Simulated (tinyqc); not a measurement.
Physical sputtering: collision-cascade yield, angular dependence, faceting and resputtering in deposition: one step, computed by the program tinyqc.

Ions start collision cascades; atoms that reach the surface with more than U leave. The target is amorphous or fine-grained.

Task: Oblique incidence. Angular law: Y/Y0 = t^f exp(-f cos(a_opt)(t - 1)), t = 1/cos(angle), largest at a_opt. A plane tilted by the angle recedes along the beam at a speed proportional to Y(angle), and along its own normal as Y cos(angle).

Inputs (values chosen for the exercise, modelled on argon ions on silicon): angular exponent f = 2.1; angle of the largest yield = 68 degrees; angle of incidence = 75 degrees.

yield Y0 = 1.096174 atoms per ion

Give: Y/Y0 at the angle; yield at the angle; normal speed relative to a flat surface; largest Y/Y0.

Result:

Y/Y0 at the angle = 1.796

yield at the angle = 1.969 atoms per ion

normal speed relative to a flat surface = 0.4649

largest Y/Y0 = 2.114
